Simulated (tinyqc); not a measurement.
# Admittance spectroscopy and thermally stimulated current of one trap level in a depletion layer, step by step

A worked calculation. Computed by tinyqc, a small Python program that keeps every step. Command: `OMP_NUM_THREADS=1 python tinyqc.py 3110861 3110862 out.jsonl admit walk`. One thread of a shared host (Intel(R) Xeon(R) Processor @ 2.30GHz), about 0.01 s of CPU time with the checks. Intermediate numbers are printed to about 7 digits and carried at full precision; extremes and crossings named in words are read from the listed rows.

A Schottky junction on n-type material holds one donor-like electron trap; shallow donors are fully ionised and abrupt depletion edges are assumed.

Inputs (values chosen for the exercise, modelled on n-type germanium): dielectric constant eps = 16.3; density-of-states mass m = 0.56 m_0; shallow doping N = 8.5e+16 1/cm^3; trap density N_t = 3.1e+16 1/cm^3; trap depth E_t below the band = 0.241 eV; capture cross section sigma = 1e-14 cm^2; band bending V_b = 0.39 V; test frequency f = 600 Hz; heating rate beta = 0.2 K/s.

Constants: k_B = 1.380649e-23 J/K; m_0 = 9.1093837015e-31 kg; h = 6.62607015e-34 J s; k_B = 8.617333262e-05 eV/K; eps_0 = 8.8541878128e-12 F/m; e = 1.602176634e-19 C.

## Temperature of the peak

N_c = 2 (2 pi m k_B T/h^2)^(3/2), v_th = sqrt(3 k_B T/m), emission rate e_n = sigma v_th N_c exp(-E_t/(k_B T)). Where the level crosses the Fermi level capture equals emission, so the trap follows the signal with the rate 2 e_n; G/omega peaks at omega = 2 e_n (the correction for large N_t/N is left out). Solve 2 e_n(T_p) = 2 pi f.

peak temperature T_p = 146.0754 K

N_c at T_p = 3.573041e+18 1/cm^3

e_n at T_p = 1884.956 1/s

E_c - E_F = k_B T_p ln(N_c/N) = 0.04705979 eV

Caution: N_t/N is not small, so the peak moves away from omega = 2 e_n.

## The capacitance step

With E_c - E_F = k_B T_p ln(N_c/N): lambda = sqrt(2 eps eps_0 (E_t - (E_c - E_F))/(e^2 N)); traps are empty and charged for x < x_t = w - lambda, and V_b = e (N w^2 + N_t x_t^2)/(2 eps eps_0). High frequency: C_hf = eps eps_0/w. Low frequency: C_lf = eps eps_0 (N + N_t)/(N w + N_t x_t).

lambda = 64.11394 nm

depletion width w = 89.60540 nm

crossing point x_t = 25.49146 nm

C_hf = 161.0654 nF/cm^2

C_lf = 199.1449 nF/cm^2

step (C_lf - C_hf)/C_hf = 0.2364225

small-N_t estimate (N_t/N)(lambda/w) = 0.2609522

Reading N_t/N straight from the step would give 0.236 against the true 0.365: the factor lambda/w must be known.

## Scan in temperature at fixed frequency

With x = omega/(2 e_n): C = C_hf + (C_lf - C_hf)/(1 + x^2), G/omega = (C_lf - C_hf) x/(1 + x^2); C_hf and C_lf are held at their values at T_p.

Admittance:
```
T (K)  omega/(2 e_n)  C (nF/cm^2)  G/omega (nF/cm^2)
128.5       17.72533     161.1862            2.14149
134.4        6.23260     162.0211            5.95640
138.8        3.02141     164.8248           11.35893
143.2        1.52837     172.4804           17.44635
146.1        0.99645     180.1728           19.03962
149.0        0.66006     187.5892           17.50716
153.4        0.36349     194.7008           12.22605
159.2        0.17370     198.0296            6.42057
166.5        0.07351     198.9402            2.78421
```

The peak of G/omega is half the step, 19.0 nF/cm^2. Its full width is near 2 ln(2 + sqrt3) k_B T_p^2/(E_t + 2 k_B T_p) = 18.2 K.

## Arrhenius plot

T_p for 0.1, 0.3, 1, 3 and 10 f; least-squares lines of ln(e_n/T^2) and of ln(e_n) against 1/(k_B T), e_n = pi f; sigma = exp(intercept)/(v_th N_c/T^2).

Peaks:
```
f (Hz)   T_p (K)  1/(k_B T) (1/eV)  ln(e_n/T^2)   ln(e_n)
60      131.6683          88.13452    -4.521497  5.239074
180     138.1869          83.97697    -3.519528  6.337687
600     146.0754          79.44195    -2.426587  7.541660
1800    154.0593          75.32501    -1.434403  8.640272
6000    163.8157          70.83885    -0.353240  9.844245
```

depth from e_n/T^2 = 0.241 eV

cross section from the intercept = 1.00e-14 cm^2

depth without the T^2 = 0.2662398 eV

Leaving out T^2 adds 25 meV, near 2 k_B T_p = 25 meV.

## Thermally stimulated current

Thermally stimulated current without retrapping: filled share n(T) = exp(-(1/beta) int e_n dT), current proportional to e_n n; the peak obeys beta (E_t/(k_B T^2) + 2/T) = e_n(T). The integral starts at 0.5 T_m and uses 4000 trapezoid steps to 1.2 T_m. Chen's first-order estimate from the full width W = T_2 - T_1 between the half-height points: E = 2.52 k_B T_m^2/W - 2 k_B T_m.

peak temperature T_m = 97.61914 K

lower half-height T_1 = 93.26733 K

upper half-height T_2 = 100.7397 K

filled share at T_m = 0.3898073

E_t/(k_B T_m) = 28.64898

symmetry factor (T_2 - T_m)/(T_2 - T_1) = 0.4176176

depth by Chen's formula = 0.2601136 eV

The slow ramp empties the trap at 98 K, far below the admittance peak at 146 K, since the rate asked for is 0.063 per second instead of 1900. Chen's formula, made for a constant prefactor, gives 19 meV more than E_t.

Checks made by the program: C_lf against dQ/dV by differences (relative difference 1e-10); depth recovered (relative difference below 1e-10); peak of the integrated curve (relative difference 3e-05).
